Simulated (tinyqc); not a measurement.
Voltage drop against the resistance of a horizontal segment.

A grid of 17 by 17 nodes with segments Rx (rows) and Ry (columns); every node draws I1 and the central node kh I1; pads with resistance Rp sit at the nodes whose row and column are multiples of the pitch, counting from 0. The drops u = Vdd - V follow from G u = i, with G the conductance matrix and i the load currents, solved directly. Here the pitch is 4.

Values chosen for this exercise: supply voltage Vdd = 1 V; resistance of a vertical segment Ry = 0.39 ohm; resistance from a pad node to the supply Rp = 0.12 ohm; factor on the load at the hot node kh = 5; load current of a node in the large grid I1 = 0.28 mA.

Result of one run:
```
Rx (ohm),pads,worst drop (mV),mean drop (mV),largest drop at a pad (mV),largest pad current (mA),worst drop over Vdd (%)
10,25,6.591,4.164,0.6437,5.365,0.6591
```

What becomes of these results when the resistance of a horizontal segment Rx is changed from 10 to 2.6 ohm, all else the same?

Result of the changed run:
```
Rx (ohm),pads,worst drop (mV),mean drop (mV),largest drop at a pad (mV),largest pad current (mA),worst drop over Vdd (%)
2.6,25,2.418,1.685,0.6291,5.242,0.2418
```

The whole series:
```
Rx (ohm),pads,worst drop (mV),mean drop (mV),largest drop at a pad (mV),largest pad current (mA),worst drop over Vdd (%)
0.16,25,0.8642,0.6864,0.5656,4.714,0.08642
0.33,25,1.010,0.7941,0.5860,4.884,0.1010
0.65,25,1.242,0.9533,0.6031,5.026,0.1242
1.3,25,1.654,1.218,0.6176,5.147,0.1654
2.6,25,2.418,1.685,0.6291,5.242,0.2418
5.2,25,3.893,2.568,0.6378,5.315,0.3893
10,25,6.591,4.164,0.6437,5.365,0.6591
```

The worst drop rises from 0.864 to 6.59 mV and the mean drop rises from 0.686 to 4.16 mV. The worst drop goes as Rx^(0.22) between the first two rows and Rx^(0.80) between the last two. The central node is itself a pad.

Numbers from tinyqc (`OMP_NUM_THREADS=1 python tinyqc.py 2770157 2770158 out.jsonl`; about 0.1 s on one thread of a shared Intel Xeon 2.30GHz).
